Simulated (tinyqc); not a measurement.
Bandgap voltage reference from two bipolar transistors: one step of the calculation.

Two transistors of area 1 and N carry the same current I. Is(T) = Is (T/T0)^eta exp[(Vg0 q/kB)(1/T0 - 1/T)], VBE1 = Vt ln(I/Is(T)) + I rb, VBE2 = Vt ln(I/(N Is(T))) + I rb/N. The amplifier forces I R1(T) = VBE1 - VBE2 + Vos, with R(T) = R (1 + tc (T - T0)) for both resistors, and the output is Vref = VBE1 + I R2(T). Base currents and the Early effect are neglected.

Problem. Operating point at the reference temperature. Vt = kB T/q; I = (Vt ln N + Vos)/(R1(T) - rb (1 - 1/N)). Evaluate at T = T0.

Values chosen for this exercise; values of the order met in silicon bipolar transistors: reference temperature T0 = 300 K; band-gap voltage extrapolated to 0 K Vg0 = 1.172 V; temperature exponent of the saturation current eta = 3.1; saturation current of the unit transistor at T0 Is = 2.6e-18 A; area ratio of the second transistor N = 8; resistor across which the difference of VBE falls, at T0 R1 = 13 kohm; temperature coefficient of both resistors tc = 0 ppm/K; offset of the amplifier Vos = 0 mV; series resistance of the unit transistor rb = 34 ohm; output resistor at T0 R2 = 114.6 kohm.

Constants: q = 1.602176634e-19 C, kB = 1.380649e-23 J/K. Results are converted to the units shown.

Wanted: Vt; I; Is(T); VBE1; I R2; Vref.

Solution.

Vt = 0.025852 V
I = 4.1447 uA
Is(T) = 2.6000e-18 A
VBE1 = 0.72651 V
I R2 = 0.47498 V
Vref = 1.2015 V

Numbers from tinyqc (`OMP_NUM_THREADS=1 python tinyqc.py 2062076 2062077 out.jsonl`; about 0.02 s on one thread of a shared Intel Xeon 2.30GHz).
